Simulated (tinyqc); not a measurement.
Comparisons within one model: quaternary alloy A(x)B(1-x)C(y)D(1-y) matched to a substrate. A value that a table varies takes the place of the one given here.

Q(x,y) = x y Q_AC + x (1 - y) Q_AD + (1 - x) y Q_BC + (1 - x)(1 - y) Q_BD for the lattice constant. Gap, rule 1: Q(x,y) - x (1 - x)[y C_ABC + (1 - y) C_ABD] - y (1 - y)[x C_ACD + (1 - x) C_BCD]. Rule 2 (mean of ternaries): {x (1 - x)[y T_ABC(x) + (1 - y) T_ABD(x)] + y (1 - y)[x T_ACD(y) + (1 - x) T_BCD(y)]}/{x (1 - x) + y (1 - y)}, T_ABC(x) = x E_AC + (1 - x) E_BC - C_ABC x (1 - x), T_ACD(y) = y E_AC + (1 - y) E_AD - C_ACD y (1 - y), and alike. Only the Gamma valley is followed.

Matching a(x,y) = a_s gives x = (a_s - y a_BC - (1 - y) a_BD)/(y (a_AC - a_BC) + (1 - y)(a_AD - a_BD)).
Constants: hc = 1239.841984 eV nm.

Inputs chosen for the exercise (AC, AD, BC, BD near GaAs, GaSb, InAs and InSb; substrate near InAs; not measured data):

| symbol | value | unit | meaning |
|---|---|---|---|
| a | (5.646, 6.091, 6.054, 6.478) | angstrom | lattice constants of AC, AD, BC, BD |
| Eg | (1.536, 0.813, 0.416, 0.238) | eV | gaps at Gamma of AC, AD, BC, BD |
| Cb | (0.505, 0.413, 1.618, 0.581) | eV | bowing of ABC, ABD, ACD, BCD |
| a_s | 6.054 | angstrom | substrate |
| y | 0.13 |  | fraction of C |

## Along the matched line

x follows from y.

Results:

| y | x | bilinear (eV) | rule 1 (eV) | rule 2 (eV) | wavelength 1 (nm) | wavelength 2 (nm) |
|---|---|---|---|---|---|---|
| 0.10 | 0.9807 | 0.8732 | 0.7214 | 0.7529 | 1719 | 1647 |
| 0.21 | 0.8558 | 0.8654 | 0.5684 | 0.7029 | 2181 | 1764 |
| 0.32 | 0.7323 | 0.8437 | 0.4653 | 0.6492 | 2664 | 1910 |
| 0.43 | 0.6103 | 0.8085 | 0.4033 | 0.6045 | 3074 | 2051 |
| 0.55 | 0.4787 | 0.7547 | 0.3723 | 0.5638 | 3330 | 2199 |
| 0.66 | 0.3596 | 0.6916 | 0.3685 | 0.5307 | 3365 | 2336 |
| 0.77 | 0.2419 | 0.6156 | 0.3796 | 0.4981 | 3266 | 2489 |
| 0.88 | 0.1255 | 0.5270 | 0.3977 | 0.4625 | 3118 | 2681 |
| 0.99 | 0.0104 | 0.4258 | 0.4148 | 0.4203 | 2989 | 2950 |

The matched alloys span 0.368 to 0.721 eV by rule 1, with the lowest value inside the range, at y = 0.66. Along the line dx/dy is -1.136 between the first two rows and -1.046 between the last two. In energy the two rules differ most at y = 0.43, by 201 meV (1023 nm there), which measures how far the ternary data leave the interior open. Miscibility gaps are not considered.

## What each parameter does

x is matched anew each time. Each row changes one parameter from the base and keeps the others.

Results:

| case | x | rule 1 (eV) | rule 2 (eV) |
|---|---|---|---|
| base | 0.9465 | 0.6742 | 0.7437 |
| y = 0.12 | 0.9579 | 0.6894 | 0.7478 |
| a_s = 6.058 angstrom | 0.9362 | 0.6649 | 0.7422 |
| Cb = (0.606, 0.496, 1.942, 0.697) eV | 0.9465 | 0.6345 | 0.7179 |
| Eg = (1.586, 0.813, 0.416, 0.238) eV | 0.9465 | 0.6804 | 0.7499 |
| a = (5.656, 6.091, 6.054, 6.478) angstrom | 0.9497 | 0.6771 | 0.7440 |

The largest shifts from the base row, up to three for each result and ties (the steps differ in size, so this ranks the rows, not the parameters). x: y +0.0114, a_s -0.0103, a +0.0032; unchanged at the printed digits by Cb and Eg. rule 1 (eV): Cb -0.0397, y +0.0152, a_s -0.0093. rule 2 (eV): Cb -0.0258, Eg +0.0062, y +0.0041.

Computed by tinyqc, a small Python program: `OMP_NUM_THREADS=1 python tinyqc.py 1050511 1050512 out.jsonl` (the numbers bound the seed that draws the inputs); one thread of a shared host (Intel(R) Xeon(R) Processor @ 2.30GHz), about 0.01 s for the whole set of steps.
